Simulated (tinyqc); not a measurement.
Electron continuity equation in a given potential, Scharfetter-Gummel discretisation: one step of the calculation.

Steady state in one dimension: J = q mu n E + q D dn/dx with E = -dpsi/dx and D = mu Vt, dJ/dx = 0, fixed densities nL and nR at the ends. The potential is given, psi = U x/L - Ub exp(-((x/L - xb)/sb)^2), and is not changed by the electrons.

Question. Tridiagonal system for the inner nodes. Row i (1 to 8): B(-d_(i-1)) n_(i-1) + b_i n_i + B(d_i) n_(i+1) = f_i with b_i = -B(-d_i) - B(d_(i-1)) and f_i = 0; the known end values are moved to the right: f_1 loses B(-d_0) nL and f_8 loses B(d_8) nR. h = L/9, D = mu Vt.

Inputs (values chosen for the exercise); mobility close to that of silicon at room temperature: temperature T = 293 K; electron mobility mu = 1360 cm^2/(V s); length of the region L = 6.7 um; density at x = 0 nL = 1.9e14 cm^-3; density at x = L nR = 0 cm^-3.

Constants: q = 1.602176634e-19 C, kB = 1.380649e-23 J/K, Vt = kB T/q. Results are converted to the units shown.

| interval | B(d_i) | B(-d_i) |
|---|---|---|
| 0 | 0.85189889 | 1.1643451 |
| 1 | 0.85189894 | 1.1643451 |
| 2 | 0.85210260 | 1.1640943 |
| 3 | 0.92102395 | 1.0833666 |
| 4 | 3.8471998 | 0.089811450 |
| 5 | 5.5054744 | 0.022895007 |
| 6 | 0.0020348118 | 8.3177824 |
| 7 | 0.25797043 | 2.5483119 |
| 8 | 0.83668258 | 1.1833016 |

Give: diagonal b; right side f.

Answer.

| node | diagonal b | right side f (cm^-3) |
|---|---|---|
| 1 | -2.0162 | -2.2123e14 |
| 2 | -2.0160 | 0 |
| 3 | -1.9355 | 0 |
| 4 | -1.0108 | 0 |
| 5 | -3.8701 | 0 |
| 6 | -13.823 | 0 |
| 7 | -2.5503 | 0 |
| 8 | -1.4413 | 0 |

Computed by the program tinyqc: `OMP_NUM_THREADS=1 python tinyqc.py 2220048 2220049 out.jsonl`, one thread of a shared Intel Xeon 2.30GHz, about 0.01 s for the whole run.
